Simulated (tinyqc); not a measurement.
Enthalpies against pressure: pressure-driven transition between two phases with analytic equations of state. Computed by tinyqc, a small Python program. Command: `OMP_NUM_THREADS=1 python tinyqc.py 3023173 3023174 out.jsonl transition walk`. One thread of a shared host (Intel(R) Xeon(R) Processor @ 2.30GHz), about 0.04 s of CPU time with the checks.

Each phase obeys E = E0 + (B0 V/B') [(V0/V)^B'/(B' - 1) + 1] - B0 V0/(B' - 1), P = (B0/B') [(V0/V)^B' - 1]; E0 = 0 for phase 1 and Delta E0 for phase 2. H = E + P V.

Inputs (values chosen for the exercise, for two model phases): volume V0 of phase 1 = 18.5 angstrom^3/atom; B0 of phase 1 = 30.7 GPa; B' of phase 1 = 3.75; volume V0 of phase 2 = 15.4 angstrom^3/atom; B0 of phase 2 = 39 GPa; B' of phase 2 = 3.64; energy of phase 2 above phase 1, Delta E0 = 0.06 eV/atom.

Equation of state: Murnaghan.

Constants: 1 eV/angstrom^3 = 160.2176634 GPa.

Method. Start from P = Delta E0/(V0 of phase 1 - V0 of phase 2); at each P solve P(V) = P for both phases and step P(new) = P - (H_2 - H_1)/(V_2 - V_1); stop when |H_2 - H_1| < 1e-10 eV. At the zero-temperature transition the volume change is V_2/V_1 - 1 and the work is P (V_1 - V_2). For each P solve P(V) = P in both phases.

transition pressure = 3.41477 GPa

V_1 at the transition = 16.8577 angstrom^3

V_2 at the transition = 14.2729 angstrom^3

Both phases:
```
P (GPa)  V_1 (angstrom^3)  V_2 (angstrom^3)  H_2 - H_1 (meV/atom)   stable
0.00               18.500            15.400                60.000  phase 1
0.85               18.019            15.080                43.994  phase 1
1.70               17.592            14.789                28.774  phase 1
2.60               17.188            14.508                13.382  phase 1
3.10               16.982            14.362                 5.113  phase 1
3.70               16.749            14.195                -4.574  phase 2
4.40               16.495            14.011               -15.578  phase 2
5.50               16.131            13.743               -32.293  phase 2
```

What follows from these numbers?

H_2 - H_1 changes with slope V_2 - V_1, from -3.100 to -2.388 angstrom^3 per atom over the table, and passes zero at 3.41 GPa. An error of 10 meV per atom in Delta E0 moves the transition by about 0.62 GPa.
